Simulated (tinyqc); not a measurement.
Kane-Mele model of a buckled honeycomb layer in a normal field: sweeps and comparisons. A value that a table varies takes the place of the one given here.

Sublattices A and B lie at +/-b, so the field gives them the energies +/-D, D = e b Ez (in eV for b in angstrom and Ez in V/angstrom); 2 lam is the gap at zero field. Near the valleys tau = +/-1, for spin sz = +/-1: H = hbar v (tau qx sx + qy sy) + m sz_AB with m = D - tau sz lam, hbar v = (sqrt3/2) a t. On the lattice the spin-orbit term is the second-neighbour hopping i (lam/3 sqrt3) nu sz, nu = +/-1 by the sense of the turn. The filled band of one cone contributes tau sign(m)/2 to the Chern number, in the sense Omega = curl of i<u|grad u>. Rashba terms are left out.

Zigzag ribbon of N chains, sites A1, B1, A2, ...; k in 1/a. Bonds -2t cos(k/2) (A_n to B_n) and -t (B_n to A_(n+1)); diagonal +/-(D + 2 l2 sz sin k) on A and B; A_n to A_(n+1): -2 l2 sz sin(k/2), B_n to B_(n+1): the opposite; l2 = lam/(3 sqrt3).

Constants: kB = 8.617333262e-05 eV/K; hbar^2/2m0 = 3.80998211 eV angstrom^2.

Values chosen for the exercise (of the size used for silicene; shifted at random, so the results belong to these values and not to a real crystal):
- a = 3.86 angstrom (lattice constant)
- t = 1.64 eV (hopping)
- lam = 0.0051 eV (spin-orbit half gap)
- b = 0.24 angstrom (half the buckling height)
- Ez = 0.031 V/angstrom (normal field at the atoms, after screening; 0.01 is 1 MV/cm, and gates reach some 0.05)
- N = 16 (chains)

## Edge bands of a zigzag ribbon

The two middle levels for each spin, and the weight of the upper one on the half of the ribbon that holds A1.

Middle levels (meV):
```
k/pi,"up, lower","up, upper","up, weight","down, lower","down, upper","down, weight"
0.6,-387.518,387.518,0.51,-387.328,387.328,0.50
0.7,-70.350,70.350,0.57,-69.350,69.350,0.52
0.8,-10.911,10.911,1.00,-4.005,4.005,1.00
0.9,-9.260,9.260,1.00,-5.620,5.620,1.00
1.0,-7.440,7.440,1.00,-7.440,7.440,1.00
1.1,-5.620,5.620,1.00,-9.260,9.260,1.00
1.2,-4.005,4.005,1.00,-10.911,10.911,1.00
1.3,-69.350,69.350,0.52,-70.350,70.350,0.57
1.4,-387.328,387.328,0.50,-387.518,387.518,0.51
```

What does this show, and why?

From k/pi = 0.8 to 1.2 the upper level stays on one edge and the spacing of the pair is at least 8.01 meV. D > lam, so the edge bands need not cross: each leaves and rejoins the same bulk band. At k = pi the levels are -7.440 and 7.440 meV, with D = 7.440 meV and lam = 5.1 meV.

## Closing and reopening the gap

Ez = f lam/b. Gap 2 |D - lam|, second gap 2 (D + lam), Z2 index, and the temperature at which kB T equals the gap.

Against field:
```
f,Ez (V/angstrom),gap (meV),second gap (meV),Z2,gap/kB (K)
0.00,0,10.200,10.200,1,118.4
0.25,0.00531,7.650,12.750,1,88.8
0.50,0.0106,5.100,15.300,1,59.2
0.75,0.0159,2.550,17.850,1,29.6
0.90,0.0191,1.020,19.380,1,11.8
1.10,0.0234,1.020,21.420,0,11.8
1.50,0.0319,5.100,25.500,0,59.2
2.00,0.0425,10.200,30.600,0,118.4
3.00,0.0638,20.400,40.800,0,236.7
```

What can be read from the table?

The gap closes at Ez = 0.02125 V/angstrom, 2.12 MV/cm at the atoms (the applied field must be larger by the screening), and is back at its zero-field size at twice that. At zero field it is 10.2 meV, below kB T at 300 K (25.9 meV).

## What each parameter does

Smaller and larger gap, hbar v, and the mass 2c|m|/(hbar v)^2 at the smaller gap, c = hbar^2/2m0. Each row changes one parameter from the base and keeps the others.

Results:
```
case,smaller gap (meV),larger gap (meV),hbar v (eV angstrom),mass (m0)
base,4.680,25.080,5.4823,0.00059
a = 4.246 angstrom,4.680,25.080,6.0305,0.00049
t = 1.804 eV,4.680,25.080,6.0305,0.00049
lam = 0.00561 eV,3.660,26.100,5.4823,0.00046
Ez = 0.0341 V/angstrom,6.168,26.568,5.4823,0.00078
```

What can be read from the table?

The largest shifts from the base row, up to three for each result and ties (the steps differ in size, so this ranks the rows, not the parameters). smaller gap (meV): Ez +1.488, lam -1.020; unchanged at the printed digits by a and t. larger gap (meV): Ez +1.488, lam +1.020; unchanged at the printed digits by a and t. hbar v (eV angstrom): a +0.5482, t +0.5482; unchanged at the printed digits by lam and Ez. mass (m0): Ez +0.00019, lam -0.00013, a -0.00010, t -0.00010.

Run: tinyqc, `OMP_NUM_THREADS=1 python tinyqc.py 1450173 1450174 out.jsonl`; Intel(R) Xeon(R) Processor @ 2.30GHz, one thread, shared host; about 0.01 s of CPU time with all checks.
